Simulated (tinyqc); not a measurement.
Growth of a silicide layer between metal and silicon: linear-parabolic kinetics, ramp anneals and Kissinger analysis: one step, computed by the program tinyqc. Command: `OMP_NUM_THREADS=1 python tinyqc.py 3019398 3019399 out.jsonl silicide walk`. One thread of a shared host (Intel(R) Xeon(R) Processor @ 2.30GHz), about 0.1 s of CPU time with the checks.

One compound layer of thickness x grows by diffusion through itself and reaction at an interface, dx/dt = 1/(2x/K + 1/v), until the metal is used up at x = a h.

Question. Geometry at full reaction. Silicon consumed b h, sheet resistance rho/(final thickness) with 1 micro-ohm cm/nm = 10 ohm; margin to the junction x_j - b h.

Inputs (values chosen for the exercise, modelled on TiSi2):

| quantity | value | unit |
|---|---|---|
| metal thickness h | 8.2 | nm |
| silicon consumed per metal thickness b | 2.27 | - |
| silicide resistivity | 65 | micro-ohm cm |
| junction depth x_j | 22 | nm |

final thickness = 20.582 nm

Give: silicon consumed; sheet resistance; margin to the junction.

Answer.

silicon consumed = 18.614 nm

sheet resistance = 31.58 ohm/square

margin to the junction = 3.386 nm

The layer takes 85 % of the junction depth; its surface lies 1.97 nm above the original silicon surface.
